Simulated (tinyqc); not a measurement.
Worked calculation: potential-pH (Pourbaix) lines of a metal, its cation, its oxide and an oxyanion, with a complexing ligand. Computed by tinyqc, a small Python program that keeps every step. Command: `OMP_NUM_THREADS=1 python tinyqc.py 3030731 3030732 out.jsonl pourb walk`. One thread of a shared host (Intel(R) Xeon(R) Processor @ 2.30GHz), about 0.01 s of CPU time with the checks. Intermediate numbers are printed to about 6 digits and carried at full precision; extremes and crossings named in words are read from the listed rows.

Potentials are against the standard hydrogen electrode; solids and water have unit activity; dG_f of M, H+ and the electron is zero; F = e N_A and s = R T ln(10)/F. The cation carries z = 3.

Inputs (values chosen for the exercise, modelled on aluminium):
```
quantity                                      value      unit
dG_f of the cation                           -482.5    kJ/mol
dG_f of the oxide                           -1580.7    kJ/mol
dG_f of the oxyanion                        -837.24    kJ/mol
dG_f of water                               -237.14    kJ/mol
temperature T                                298.15         K
log10 of the dissolved activity a                -2         -
pH                                                8         -
potential E                                    0.99         V
log10 of the stability constant beta of ML       11         -
pKa of HL                                       6.5         -
total ligand c_L                              0.054     mol/L
limiting current density i_L                 0.0029    A/cm^2
molar volume V_m                                 10  cm^3/mol
```

Species: M, M3+, M2O3, MO2(-).

exchange current densities, metal and cathodic (A/cm^2): 3e-07  1.9e-10

Tafel slopes, anodic and cathodic (mV/decade): 90  90

Constants: R = 8.314462618 J/(mol K); e = 1.602176634e-19 C; N_A = 6.02214076e+23 1/mol.

## Standard potentials

M3+ + 3e = M; (1/2) M2O3 + 3H+ + 3e = M + (3/2) H2O; MO2(-) + 4H+ + 3e = M + 2H2O. For each, E0 = -dG/(z F), and E = E0 + (s/z) log10 a - (s n_H/z) pH, with no activity term for the oxide.

s = 0.0591593 V

E0 (V): cation -1.66692, oxide -1.50158, oxyanion -1.25394

The metal is less noble than hydrogen.

## Vertical lines

Two oxidised species coexist where their lines against the metal cross: pH1 (cation/oxide) = [E0(oxide) - E0(cation)]/s - (log10 a)/z; pH2 (oxide/oxyanion) = {[E0(oxyanion) - E0(oxide)]/s + (log10 a)/z}/(4/z - 1).

pH1 = 3.46157

pH2 = 10.5578

width of the oxide field, pH2 - pH1 = 7.09622

The oxide is stable from pH 3.46 to 10.56; each decade less of dissolved metal narrows this field by 1.33 pH units.

## The stable species at (pH, E)

The metal is stable below the lowest of the three lines; above it, the species of the lowest line is stable. Water lines at 1 bar: hydrogen E = -s pH, oxygen E = -dG_f(water)/(2F) - s pH.

lines at this pH (V): cation -1.70636, oxide -1.97485, oxyanion -1.92441

upper limit of immunity = -1.97485 V

hydrogen line = -0.473275 V

oxygen line = 0.755617 V

E above the limit of immunity = 2.96485 V

Stable here: the oxide (passivity, if the film is dense). The point lies outside the stability range of water. Water itself can oxidise the metal at this pH. Caution: other oxidation states, hydroxides and hydrides are left out, and the lines say nothing of rates.

## A complexing ligand

The free ligand is c_L/(1 + 10^(pKa - pH)) (ligand in excess); dissolved metal is a in all, so the free cation is a/alpha, alpha = 1 + beta [L]; the cation line drops by (s/z) log10 alpha.

free ligand = 0.0523447 mol/L

log10 alpha = 9.71887

cation line with ligand = -1.89801 V

that line less the oxide line = 0.0768365 V

The oxide still lies below the complexed cation at this pH. Caution: the ligand is not in tenfold excess over the metal, as assumed.

## Mixed potential with oxygen reduction

Anodic i = i0a 10^((E - E_a)/b_a) with E_a the cation line with ligand; cathodic i = i0c 10^((E_c - E)/b_c) with E_c the oxygen line; supply caps the cathodic current, 1/i_c = 1/i(Tafel) + 1/i_L. E_corr makes the two currents equal. Without the cap it would be [b_c E_a + b_a E_c + b_a b_c log10(i0c/i0a)]/(b_a + b_c). Rate = i V_m/(z F). Films are left out.

E_corr without the cap = -0.715125 V

corrosion potential E_corr = -1.53934 V

corrosion current density = 0.0029 A/cm^2

i/i_L = 1

etch rate = 60.1128 nm/min

The current sits at the supply limit: stirring or more oxidant, not the ligand, sets the rate. Caution: at this pH the oxide, not the cation, is the stable product, and a film would cut the rate. Caution: E_corr lies below the hydrogen line, so hydrogen evolution, left out here, adds cathodic current.

## The diagram with and without ligand

The formulas are those given above.

Lines against the metal (V); the species with the lowest line is stable above it:
```
pH    cation     oxide  oxyanion  stable above  cation with ligand  stable above, ligand
0   -1.70636  -1.50158  -1.29338        cation            -1.77011             dissolved
2   -1.70636  -1.61989  -1.45114        cation            -1.80954             dissolved
4   -1.70636  -1.73821  -1.60889         oxide            -1.84895             dissolved
5   -1.70636  -1.79737  -1.68777         oxide            -1.86843             dissolved
6   -1.70636  -1.85653  -1.76665         oxide            -1.88607             dissolved
7   -1.70636  -1.91569  -1.84553         oxide            -1.89593                 oxide
8   -1.70636  -1.97485  -1.92441         oxide            -1.89801                 oxide
9   -1.70636  -2.03401  -2.00329         oxide            -1.89825                 oxide
10  -1.70636  -2.09317  -2.08217         oxide            -1.89828                 oxide
12  -1.70636  -2.21149  -2.23993      oxyanion            -1.89828              oxyanion
14  -1.70636  -2.32981  -2.39769      oxyanion            -1.89828              oxyanion
```

Without ligand the oxide holds 7 of the eleven rows (pH 4 to 10), with it 4 (pH 7, 8, 9, 10). The ligand acts once beta [L] exceeds 1, from pH = pKa - log10(beta c_L) = -3.2 on, that is in all rows; its line then falls by at most s/z per pH unit and flattens beyond pKa, 0.192 V below the free cation at most. The oxide line falls faster, by s per pH unit, so the oxide takes over again at higher pH.

Checks made by the program: the lines cross at pH1 and pH2 (relative difference below 1e-10).
